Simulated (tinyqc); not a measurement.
# Pinning of the barrier by interface states

Cowley-Sze model with the space charge neglected: phiB = S (phiM - chi) + (1 - S)(Eg - phi0), S = 1/(1 + q Dit dl/(eps0 ei)), dl in cm.

Values chosen for this exercise; band and dielectric values close to those of cadmium telluride: band gap Eg = 1.5 eV; electron affinity chi = 4.32 eV; thickness of the interfacial layer dl = 0.3 nm; relative permittivity of the interfacial layer ei = 1; neutral level above the valence band phi0 = 0.54 eV; metal work function phiM = 4.78 eV.

Constants: q = 1.602176634e-19 C, eps0 = 8.8541878128e-14 F/cm where lengths are in cm. Results are converted to the units shown.

Pinning of the barrier by interface states:
```
Dit (cm^-2 eV^-1)	S	phiB (eV)	change of phiB for 0.5 eV more work function (eV)
1e11	0.9946	0.4627	0.4973
3e11	0.9840	0.4680	0.4920
1e12	0.9485	0.4857	0.4743
3e12	0.8600	0.5300	0.4300
1e13	0.6481	0.6359	0.3241
3e13	0.3804	0.7698	0.1902
1e14	0.1556	0.8822	0.07778
3e14	0.05785	0.9311	0.02893
1e15	0.01809	0.9510	0.009044
```

What does the comparison show?

S falls from 0.995 to 0.0181, passing 1/2 at Dit = eps0 ei/(q dl) = 1.84e13 cm^-2 eV^-1. The barrier rises from 0.463 to 0.951 eV, from near the Schottky-Mott value phiM - chi = 0.460 eV towards the pinned value Eg - phi0 = 0.960 eV.

Numbers from tinyqc (`OMP_NUM_THREADS=1 python tinyqc.py 2020011 2020012 out.jsonl`; about 0.04 s on one thread of a shared Intel Xeon 2.30GHz).
